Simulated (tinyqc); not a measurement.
Sweep of alpha: linear model of a band gap against the share of exact exchange.

E(alpha) = E0 + S alpha. A wider gap screens less, modelled in the Penn form eps(alpha) = 1 + (e0 - 1)(EP/(EP + S alpha))^2 with a scale EP chosen for the exercise. A dielectric-dependent hybrid takes alpha = 1/eps.

Values chosen for the exercise (of the order of those of InP; shifted at random, so the results belong to these values and not to a real crystal):
- E0 = 0.68 eV (gap of the semi-local functional)
- S = 5.18 eV (slope dE/d(alpha))
- e0 = 10.94 (optical dielectric constant at alpha = 0)
- EP = 9.6 eV (energy scale of the screening)
- Et = 1.4 eV (target gap)

Also the exciton scale relative to alpha = 0, (m/m(0))(eps(0)/eps)^2, with a mass proportional to E + D, D = E0/2 + 0.3 eV, a k.p rule for direct gaps only.

Results:

| alpha | E (eV) | eps | alpha eps | exciton scale |
|---|---|---|---|---|
| 0.00 | 0.680 | 10.940 | 0.000 | 1.00 |
| 0.05 | 0.939 | 10.425 | 0.521 | 1.32 |
| 0.10 | 1.198 | 9.948 | 0.995 | 1.68 |
| 0.15 | 1.457 | 9.507 | 1.426 | 2.10 |
| 0.20 | 1.716 | 9.098 | 1.820 | 2.58 |
| 0.25 | 1.975 | 8.717 | 2.179 | 3.12 |
| 0.35 | 2.493 | 8.033 | 2.811 | 4.40 |
| 0.50 | 3.270 | 7.165 | 3.582 | 6.91 |

alpha eps reaches 1 between alpha = 0.1 and 0.15 (fixed point 0.101), and the target gap is met between 0.1 and 0.15. At the fixed point the gap is 1.20 eV, -0.20 eV from the target. From 0 to 0.25 the gap grows by 1.29 eV while eps falls by 20 %; the exciton scale, which takes both, grows by a factor of 3.12.

Program tinyqc; command `OMP_NUM_THREADS=1 python tinyqc.py 1851257 1851258 out.jsonl`; about 0.01 s on one thread of a shared Intel(R) Xeon(R) Processor @ 2.30GHz.
